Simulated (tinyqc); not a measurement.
Empirical pseudopotential in a few plane waves, step by step. One step of it, computed by the program tinyqc.

Problem. Bloch Hamiltonian at G. Basis: the 15 shortest G (labels in 2 pi/a), the same at every k. H(G,G') = c |k + G|^2 delta + VS(|G-G'|^2) cos((G-G').tau) + i VA sin((G-G').tau), tau = a/8 (1,1,1); 1 Ry = 13.605693 eV.

Parameters chosen for this model: fcc lattice, atoms at +/- a/8 (1,1,1); form factors in rydberg at |G|^2 in units of (2 pi/a)^2:
```
parameter                 value      unit
a                      6.400000  angstrom
VS(3)                 -0.239000        Ry
VS(8)                  0.012000        Ry
VS(11)                 0.038000        Ry
VA(3)                         0        Ry
VA(4)                         0        Ry
VA(11)                        0        Ry
hbar^2/2m (2 pi/a)^2   3.672169        eV
```

k point G (2 pi / a): 0  0  0

Give: H(k) at G.

Solution.

H(k) at G (eV):
```
         +0+0+0   -1-1-1   -1-1+1   -1+1-1   -1+1+1   +1-1-1   +1-1+1   +1+1-1
+0+0+0   0.0000   2.2993  -2.2993  -2.2993  -2.2993  -2.2993  -2.2993  -2.2993
-1-1-1   2.2993  11.0165   0.0000   0.0000  -0.1633   0.0000  -0.1633  -0.1633
-1-1+1  -2.2993   0.0000  11.0165   0.1633   0.0000   0.1633   0.0000   0.0000
-1+1-1  -2.2993   0.0000   0.1633  11.0165   0.0000   0.1633   0.0000   0.0000
-1+1+1  -2.2993  -0.1633   0.0000   0.0000  11.0165   0.0000   0.1633   0.1633
+1-1-1  -2.2993   0.0000   0.1633   0.1633   0.0000  11.0165   0.0000   0.0000
+1-1+1  -2.2993  -0.1633   0.0000   0.0000   0.1633   0.0000  11.0165   0.1633
+1+1-1  -2.2993  -0.1633   0.0000   0.0000   0.1633   0.0000   0.1633  11.0165
+1+1+1   2.2993   0.0000  -0.1633  -0.1633   0.0000  -0.1633   0.0000   0.0000
-2+0+0   0.0000  -2.2993  -2.2993  -2.2993   2.2993   0.3656  -0.3656  -0.3656
+0-2+0   0.0000  -2.2993  -2.2993   0.3656  -0.3656  -2.2993   2.2993  -0.3656
+0+0-2   0.0000  -2.2993   0.3656  -2.2993  -0.3656  -2.2993  -0.3656   2.2993
+0+0+2   0.0000  -0.3656   2.2993  -0.3656  -2.2993  -0.3656  -2.2993   0.3656
+0+2+0   0.0000  -0.3656  -0.3656   2.2993  -2.2993  -0.3656   0.3656  -2.2993
+2+0+0   0.0000  -0.3656  -0.3656  -0.3656   0.3656   2.2993  -2.2993  -2.2993

         +1+1+1   -2+0+0   +0-2+0   +0+0-2   +0+0+2   +0+2+0   +2+0+0
+0+0+0   2.2993   0.0000   0.0000   0.0000   0.0000   0.0000   0.0000
-1-1-1   0.0000  -2.2993  -2.2993  -2.2993  -0.3656  -0.3656  -0.3656
-1-1+1  -0.1633  -2.2993  -2.2993   0.3656   2.2993  -0.3656  -0.3656
-1+1-1  -0.1633  -2.2993   0.3656  -2.2993  -0.3656   2.2993  -0.3656
-1+1+1   0.0000   2.2993  -0.3656  -0.3656  -2.2993  -2.2993   0.3656
+1-1-1  -0.1633   0.3656  -2.2993  -2.2993  -0.3656  -0.3656   2.2993
+1-1+1   0.0000  -0.3656   2.2993  -0.3656  -2.2993   0.3656  -2.2993
+1+1-1   0.0000  -0.3656  -0.3656   2.2993   0.3656  -2.2993  -2.2993
+1+1+1  11.0165  -0.3656  -0.3656  -0.3656  -2.2993  -2.2993  -2.2993
-2+0+0  -0.3656  14.6887   0.1633   0.1633  -0.1633  -0.1633   0.0000
+0-2+0  -0.3656   0.1633  14.6887   0.1633  -0.1633   0.0000  -0.1633
+0+0-2  -0.3656   0.1633   0.1633  14.6887   0.0000  -0.1633  -0.1633
+0+0+2  -2.2993  -0.1633  -0.1633   0.0000  14.6887   0.1633   0.1633
+0+2+0  -2.2993  -0.1633   0.0000  -0.1633   0.1633  14.6887   0.1633
+2+0+0  -2.2993   0.0000  -0.1633  -0.1633   0.1633   0.1633  14.6887
```
